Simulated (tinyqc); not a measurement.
Worked calculation: regular and subregular solution with a miscibility gap. Computed by tinyqc, a small Python program that keeps every step. Command: `OMP_NUM_THREADS=1 python tinyqc.py 3004032 3004033 out.jsonl regsol walk`. One thread of a shared host (Intel(R) Xeon(R) Processor @ 2.30GHz), about 0.01 s of CPU time with the checks. Intermediate numbers are printed to about 7 digits and carried at full precision; extremes and crossings named in words are read from the listed rows.

Per mole of mixing sites: G(x) = x (1 - x) [L0 + L1 (1 - 2x)] + R T [x ln x + (1 - x) ln(1 - x)], x the fraction of B.

Inputs (values chosen for the exercise, for a model alloy):

| quantity | value | unit |
|---|---|---|
| interaction L0 | 22 | kJ/mol |
| size misfit eta = d ln a/dx | 0.014 | - |
| asymmetry L1 | 0 | kJ/mol |
| temperature T | 1211 | K |
| overall fraction x0 | 0.49 | - |
| coherency modulus Y | 131 | GPa |
| molar volume V_m | 18.6 | cm^3/mol |
| gradient coefficient kappa | 6.2e-10 | J/m |
| start value s0 | 0.05 | - |

Source of L0: given.

Constants: R = 8.314462618 J/(mol K).

## Interaction parameter

L0 and eta are given.

L0 = 22 kJ/mol

eta = 0.014

## G, chemical potentials and activities

G' = L0 (1 - 2x) + L1 (1 - 6x + 6x^2) + R T ln[x/(1 - x)]; G'' = -2 L0 - 6 L1 (1 - 2x) + R T/[x (1 - x)]. mu_A = G - x G', mu_B = G + (1 - x) G', activity = exp(mu/(R T)).

G, G'' and activities at x = 0.02, 0.1, 0.2, 0.35, 0.5, 0.65, 0.8, 0.9, 0.98:

| x | G (kJ/mol) | G'' (kJ/mol) | activity of A | activity of B |
|---|---|---|---|---|
| 0.02 | -0.555938 | 469.7150 | 0.9808569 | 0.1630688 |
| 0.10 | -1.293200 | 67.8757 | 0.9198811 | 0.5869803 |
| 0.20 | -1.518459 | 18.9301 | 0.8730653 | 0.8097249 |
| 0.35 | -1.514020 | 0.2585 | 0.8494852 | 0.8810202 |
| 0.50 | -1.479170 | -3.7247 | 0.8633750 | 0.8633750 |
| 0.65 | -1.514020 | 0.2585 | 0.8810202 | 0.8494852 |
| 0.80 | -1.518459 | 18.9301 | 0.8097249 | 0.8730653 |
| 0.90 | -1.293200 | 67.8757 | 0.5869803 | 0.9198811 |
| 0.98 | -0.555938 | 469.7150 | 0.1630688 | 0.9808569 |

G'' is negative at 1 of the nine compositions (0.5), where the solution is unstable.

## Critical point

The spinodal is G'' = 0, R T_s(x) = x (1 - x) [2 L0 + 6 L1 (1 - 2x)]; the critical point is its maximum.

critical composition x_c = 0.5

critical temperature T_c = 1322.996 K

With L1 = 0 this is x_c = 1/2 and T_c = L0/(2 R).

## Spinodal at T

Solve G'' = 0 on each side of x_c.

spinodal x_s1 = 0.3545238

spinodal x_s2 = 0.6454762

## First Newton step for the common tangent

Common tangent: F1 = G'(x1) - G'(x2) = 0 and F2 = [G - x G'](x1) - [G - x G'](x2) = 0. Newton step: J = [[G''(x1), -G''(x2)], [-x1 G''(x1), x2 G''(x2)]], J dx = -F; a step that would leave 0 < x < 1 is halved until it stays inside. The start is x1 = s0, x2 = 1 - s0.

F (kJ/mol): F1 -19.69402, F2 9.84701

J (kJ/mol):
```
          1          2
1  167.9750  -167.9750
2   -8.3988   159.5763
```

new (x1, x2): 0.1086219  0.8913781

## Binodal by Newton steps

Stop when the step is below 1e-12, or when x1 and x2 meet within 1e-5; residuals under 1e-7 are shown as 0.

Iteration:

| step | x1 | x2 | F1 (kJ/mol) | F2 (kJ/mol) |
|---|---|---|---|---|
| 1 | 0.0500000 | 0.9500000 | -1.969402e+01 | 9.847009e+00 |
| 2 | 0.1086219 | 0.8913781 | -7.946338e+00 | 3.973169e+00 |
| 3 | 0.1748504 | 0.8251496 | -2.633064e+00 | 1.316532e+00 |
| 4 | 0.2259031 | 0.7740969 | -6.807943e-01 | 3.403971e-01 |
| 5 | 0.2509718 | 0.7490282 | -1.047281e-01 | 5.236407e-02 |
| 6 | 0.2564481 | 0.7435519 | -4.184697e-03 | 2.092348e-03 |
| 7 | 0.2566858 | 0.7433142 | -7.613088e-06 | 3.806544e-06 |
| 8 | 0.2566862 | 0.7433138 | 0 | 0 |
| 9 | 0.2566862 | 0.7433138 | 0 | 0 |

solubility limit x1 = 0.2566862

solubility limit x2 = 0.7433138

Converged: the gap runs from 0.2567 to 0.7433, outside the spinodal as it must.

## Lever rule at x0

Inside the gap the B-rich phase has the fraction f = (x0 - x1)/(x2 - x1), and the gain is (1 - f) G(x1) + f G(x2) - G(x0); outside it one phase remains.

fraction f of the B-rich phase = 0.4794504

free energy of decomposition = -57.89470 J/mol

x0 lies inside the chemical spinodal: coherency strain aside, small waves of composition grow without a barrier.

## Fastest-growing wave

Linear Cahn-Hilliard theory, coherency strain left out, with energy density G/V_m + kappa (grad x)^2: the rate goes as -k^2 (G''/V_m + 2 kappa k^2), so k_c^2 = -G''/(2 kappa V_m), the fastest wave has k_m = k_c/sqrt(2) and length 2 pi/k_m.

G''(x0) = -3.708627 kJ/mol

k_c = 0.4009953 1/nm

fastest wavelength = 22.15928 nm

## Coherent spinodal

If the lattice stays coherent, G'' gains 2 eta^2 Y V_m (eta = d ln a/dx, Y the biaxial modulus, E/(1 - nu) if isotropic), which is L0 replaced by L0 - eta^2 Y V_m (1 GPa cm^3/mol = 1 kJ/mol); the program reports 0 if the result is not positive.

eta^2 Y V_m = 0.4775736 kJ/mol

top of the coherent spinodal = 1294.276 K

Coherency strain lowers the top by 29 K.

## The phase diagram

For this table each start is x_s1/6 and 1 - (1 - x_s2)/6. The dilute estimate of x1 is exp(-(L0 + L1)/(R T)).

Binodal and spinodal:

| T (K) | binodal x1 | spinodal x_s1 | spinodal x_s2 | binodal x2 | dilute estimate of x1 |
|---|---|---|---|---|---|
| 529 | 0.007173878 | 0.1126533 | 0.8873467 | 0.9928261 | 0.006725326 |
| 661 | 0.02117614 | 0.1463136 | 0.8536864 | 0.9788239 | 0.01826053 |
| 794 | 0.04638218 | 0.1838327 | 0.8161673 | 0.9536178 | 0.03570433 |
| 926 | 0.08564739 | 0.2261052 | 0.7738948 | 0.9143526 | 0.05741541 |
| 1058 | 0.1445778 | 0.2762256 | 0.7237744 | 0.8554222 | 0.08200808 |
| 1191 | 0.2375609 | 0.3420677 | 0.6579323 | 0.7624391 | 0.1084294 |
| 1270 | 0.3294670 | 0.3999282 | 0.6000718 | 0.6705330 | 0.1244989 |

The dilute estimate is 0.94 of x1 at the lowest T and 0.38 at the highest: it drops the pull of the other solutes and the impurity of the second phase. Near the top the binodal is 1.70 times as wide as the spinodal; the mean-field limit at T_c is sqrt(3) = 1.73.

Checks made by the program: binodal against the lower hull of G on 40001 points (relative difference 1e-05).
